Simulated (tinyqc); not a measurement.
Inside a calculation. Model: lossy package transmission line with skin effect.

Computed by the program tinyqc: `OMP_NUM_THREADS=1 python tinyqc.py 2810205 2810206 out.jsonl`, one thread of a shared Intel Xeon 2.30GHz, about 0.01 s for the whole run. Printed values are rounded.

A uniform line in a homogeneous dielectric: c = sqrt(er)/(c0 Z0), l = Z0 sqrt(er)/c0 (c0 = 299792458 m/s), g = w c td, w = 2 pi f. The resistance joins its limits as r = sqrt(r_dc^2 + r_hf^2), with r_dc = rho/(wd th), r_hf = kr rho/(2 delta (wd + th)), delta = sqrt(rho/(pi f mu0)), mu0 = 4 pi 1e-7 H/m; this is an interpolation, and internal inductance, up to 0.05 nH/mm at low frequency, is neglected.

Inputs (values chosen for the exercise): width of the strip wd = 24 um; thickness of the strip th = 17 um; resistivity rho = 2.9 uohm cm; relative permittivity er = 3; loss tangent td = 0; lossless impedance sqrt(l/c) Z0 = 45 ohm; factor for crowding and the return path kr = 2; length len = 2 mm; source resistance Rg = 100 ohm; load resistance RL = 1e5 ohm; load capacitance CL = 100 fF; frequency f = 5.3 GHz.

## Line constants

delta, r_dc, r_hf, r, l, c and g as defined.

delta = 1.17728 um
r_dc = 0.0710784 ohm/mm
r_hf = 0.600804 ohm/mm
r = 0.604994 ohm/mm
l = 0.259987 nH/mm
c = 128.389 pF/m
g = 0 S/m

r is 8.51 times r_dc; the skin depth is 0.0693 of the thickness.

## Propagation constant and impedance

gamma = sqrt((r + i w l)(g + i w c)) = alpha + i beta, Zc = sqrt((r + i w l)/(g + i w c)), roots with positive real part; loss 8.685889638 alpha in dB; phase velocity w/beta.

gamma len = 0.013436+0.385026i
Zc = 45.0274-1.5713i ohm
loss = 0.0583523 dB/mm
phase velocity over c0 = 0.576999
r/(w l) = 0.0698784

r is below w l; the low-loss estimate 8.686 (r/(2 Z0) + g Z0/2) gives 0.0584 dB/mm.

## Reflection, input impedance and transfer

ZL = 1/(1/RL + i w CL); reflection (ZL - Zc)/(ZL + Zc); Zin = Zc (ZL + Zc tanh(gamma len))/(Zc + ZL tanh(gamma len)); H = V_load/V_source = [Zin/(Zin + Rg)]/[cosh(gamma len) + (Zc/ZL) sinh(gamma len)].

ZL = 0.902-300.290i ohm
reflection at the load = 0.945460-0.290034i
Zin = 0.6447-76.1844i ohm
H = 0.417324-0.553530i
|H| = -3.18257 dB
